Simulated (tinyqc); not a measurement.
LDA (VWN5) atom on a uniform radial grid, spin-unpolarised, for Be, step by step. Computed by tinyqc, a small Python program that keeps every step. Settings: Z = 4, points = 256, R = 9.9, functional = lda,vwn, mixing = 0.6, iteration cap = 70. Command: `OMP_NUM_THREADS=1 python tinyqc.py 21603 21604 out.jsonl` (the two numbers bound the seeds that draw the settings). One thread of a shared host (Intel(R) Xeon(R) Processor @ 2.60GHz), about 0.5 s of CPU time with the checks. Later iterations appear only in the table of the cycle.

## Iteration 1

Spherical atom on a uniform radial grid r_j = j h with h = R/(N + 1), h sum u^2 = 1 and integrals as h times sums, u(0) = u(R) = 0 (atomic units):
```
parameter           value
Z                       4
points N              256
R                9.900000
h                0.038521
mixing           0.600000
electrons in 1s         2
electrons in 2s         2
```

Three-point differences turn -u''/2 + [l(l+1)/2r^2 - Z/r + V] u = e u into a tridiagonal matrix (diagonal 1/h^2 + potential, off-diagonal -1/2h^2). D = sum f u^2; the Hartree potential y/r solves y'' = -D/r with y(0) = 0, y(R) = N_e; v_xc comes from rho = D/(4 pi r^2); E = sum f e - int D V + int D (V_H/2 + eps_xc); V(new) = V + mixing (V_H + v_xc - V).

eigenvalues (hartree): 1s -7.9531, 2s -1.9970

Every 16th grid point:
```
r         V in     u(1s)      u(2s)         D     V_H       v_xc
0.6163  0.0000    0.8412    -0.2334    1.5241  4.6855    -0.7433
1.2327  0.0000    0.1443    -0.8674    1.5464  2.9418    -0.4852
1.8490  0.0000    0.0186    -0.6998    0.9802  2.1161    -0.3289
2.4654  0.0000    0.0021    -0.3969    0.3151  1.6160    -0.1960
3.0817  0.0000  2.28e-04    -0.1902    0.0724  1.2972    -0.1104
3.6981  0.0000  2.35e-05    -0.0825    0.0136  1.0816    -0.0602
4.3144  0.0000  2.35e-06    -0.0335    0.0022  0.9271    -0.0319
4.9307  0.0000  2.30e-07    -0.0130  3.38e-04  0.8112    -0.0164
5.5471  0.0000  2.22e-08    -0.0049  4.72e-05  0.7211    -0.0083
6.1634  0.0000  2.12e-09    -0.0018  6.25e-06  0.6490    -0.0041
6.7798  0.0000  2.00e-10    -0.0006  7.93e-07  0.5900    -0.0020
7.3961  0.0000  1.87e-11  -2.20e-04  9.69e-08  0.5408    -0.0009
8.0125  0.0000         0  -7.57e-05  1.15e-08  0.4992  -4.42e-04
8.6288  0.0000         0  -2.55e-05  1.30e-09  0.4636  -2.06e-04
9.2451  0.0000         0  -7.83e-06  1.23e-10  0.4327  -8.99e-05
9.8615  0.0000         0  -3.71e-07         0  0.4056     0.0000
```

total energy = -13.473497 hartree

## Iteration 2

As before.

eigenvalues (hartree): 1s -4.9298, 2s -0.6969

Every 16th grid point:
```
r         V in     u(1s)      u(2s)         D     V_H       v_xc
0.6163  2.3654    0.8970    -0.0612    1.6167  4.2862    -0.7571
1.2327  1.4740    0.2085    -0.6328    0.8879  2.6977    -0.4090
1.8490  1.0723    0.0389    -0.7263    1.0581  2.0111    -0.3367
2.4654  0.8520    0.0067    -0.5909    0.6983  1.5813    -0.2492
3.0817  0.7120    0.0011    -0.4126    0.3405  1.2872    -0.1754
3.6981  0.6128  1.75e-04    -0.2645    0.1399  1.0789    -0.1206
4.3144  0.5371  2.75e-05    -0.1607    0.0517  0.9264    -0.0817
4.9307  0.4769  4.25e-06    -0.0942    0.0177  0.8111    -0.0548
5.5471  0.4277  6.53e-07    -0.0538    0.0058  0.7211    -0.0364
6.1634  0.3870  9.96e-08    -0.0301    0.0018  0.6490    -0.0240
6.7798  0.3528  1.51e-08    -0.0166    0.0006  0.5900    -0.0157
7.3961  0.3239  2.28e-09    -0.0090  1.62e-04  0.5408    -0.0102
8.0125  0.2993  3.43e-10    -0.0048  4.58e-05  0.4992    -0.0065
8.6288  0.2780  5.15e-11    -0.0024  1.17e-05  0.4636    -0.0040
9.2451  0.2595         0    -0.0010  2.12e-06  0.4327    -0.0022
9.8615  0.2434         0  -5.62e-05  6.32e-09  0.4056  -3.17e-04
```

total energy = -14.250058 hartree

## Iteration 3

As before.

eigenvalues (hartree): 1s -4.0781, 2s -0.3397

Every 16th grid point:
```
r         V in     u(1s)      u(2s)         D     V_H     v_xc
0.6163  3.0636    0.9100    -0.0220    1.6571  4.1127  -0.7630
1.2327  1.9628    0.2294    -0.5123    0.6301  2.5701  -0.3682
1.8490  1.4336    0.0477    -0.6642    0.8868  1.9332  -0.3191
2.4654  1.1401    0.0092    -0.6147    0.7558  1.5429  -0.2552
3.0817  0.9519    0.0017    -0.4930    0.4861  1.2706  -0.1953
3.6981  0.8201  3.16e-04    -0.3656    0.2673  1.0723  -0.1463
4.3144  0.7217  5.71e-05    -0.2583    0.1334  0.9239  -0.1084
4.9307  0.6445  1.02e-05    -0.1767    0.0624  0.8102  -0.0798
5.5471  0.5818  1.81e-06    -0.1182    0.0279  0.7207  -0.0585
6.1634  0.5297  3.21e-07    -0.0777    0.0121  0.6489  -0.0427
6.7798  0.4857  5.65e-08    -0.0503    0.0051  0.5900  -0.0310
7.3961  0.4480  9.93e-09    -0.0320    0.0020  0.5408  -0.0223
8.0125  0.4153  1.74e-09    -0.0197    0.0008  0.4992  -0.0158
8.6288  0.3869  3.05e-10    -0.0113  2.58e-04  0.4636  -0.0107
9.2451  0.3621  5.20e-11    -0.0053  5.57e-05  0.4327  -0.0063
9.8615  0.3405         0  -2.99e-04  1.78e-07  0.4056  -0.0009
```

total energy = -14.347806 hartree

## Convergence

Stop when input and output potentials agree to 1e-7.

Course of the cycle (hartree):
```
iteration           E    e(1s)    e(2s)  largest |V(out) - V(in)|
1          -13.473497  -7.9531  -1.9970                  6.62e+00
2          -14.250058  -4.9298  -0.6969                  1.76e+00
3          -14.347806  -4.0781  -0.3397                  4.00e-01
4          -14.356012  -3.8715  -0.2422                  8.27e-02
5          -14.356518  -3.8287  -0.2156                  1.79e-02
6          -14.356547  -3.8211  -0.2081                  5.19e-03
7          -14.356549  -3.8201  -0.2059                  2.48e-03
8          -14.356549  -3.8201  -0.2051                  1.12e-03
9          -14.356549  -3.8202  -0.2049                  4.63e-04
10         -14.356549  -3.8203  -0.2048                  1.86e-04
11         -14.356549  -3.8203  -0.2048                  7.35e-05
12         -14.356549  -3.8203  -0.2047                  2.90e-05
13         -14.356549  -3.8203  -0.2047                  1.15e-05
14         -14.356549  -3.8203  -0.2047                  4.57e-06
15         -14.356549  -3.8203  -0.2047                  1.83e-06
16         -14.356549  -3.8203  -0.2047                  7.32e-07
17         -14.356549  -3.8203  -0.2047                  2.95e-07
18         -14.356549  -3.8203  -0.2047                  1.19e-07
19         -14.356549  -3.8203  -0.2047                  4.81e-08
```

Converged in 19 iterations. A uniform grid resolves the cusp poorly: for a bare nucleus this grid gives 1s at -7.95307 against -Z^2/2 = -8 hartree. Before convergence this energy mixes input and output and is not variational, so it may rise towards its limit.
